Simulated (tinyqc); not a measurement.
From results back to parameters: nanosheet or nanowire with hard walls, valleys of the Si type. Three cases, with inputs chosen for the exercise.

Problem. In a hard-walled rectangle E(n, l) = c pi^2 (n^2/(m_y W^2) + l^2/(m_z H^2)), c = hbar^2/2m0. Two levels were computed from hidden W and H.

Constants: hbar^2/2m0 = 3.80998211 eV angstrom^2.

Case 1.

Values chosen (out of a larger set: near those of Si; not measured data): m_y = 0.188 m0 (mass across the width); m_z = 0.919 m0 (mass along the height).

E(1, 1) = 0.060089 eV
E(2, 1) = 0.134169 eV

Case 2.

Values chosen (out of a larger set: near those of Si; not measured data): m_y = 0.188 m0 (mass across the width); m_z = 0.91 m0 (mass along the height).

E(1, 1) = 0.014139 eV
E(2, 1) = 0.036179 eV

Case 3.

Values chosen (out of a larger set: near those of Si; not measured data): m_y = 0.192 m0 (mass across the width); m_z = 0.93 m0 (mass along the height).

E(1, 1) = 0.014178 eV
E(2, 1) = 0.028867 eV

Find: width term; height term; W; H.

Solution. The difference of the two levels is three times the width term; the rest of E(1, 1) is the height term.

Case 1.

width term = 24.69 meV
height term = 35.40 meV
W = 90.0 angstrom
H = 34.0 angstrom

Case 2.

width term = 7.35 meV
height term = 6.79 meV
W = 165.0 angstrom
H = 78.0 angstrom

Case 3.

width term = 4.90 meV
height term = 9.28 meV
W = 200.0 angstrom
H = 66.0 angstrom

Computed by tinyqc, one run a case: `OMP_NUM_THREADS=1 python tinyqc.py N N+1 out.jsonl` with N = 1281861, 1281875, 1281902; one thread of a shared Intel(R) Xeon(R) Processor @ 2.30GHz, about 0.06 s a run at most.
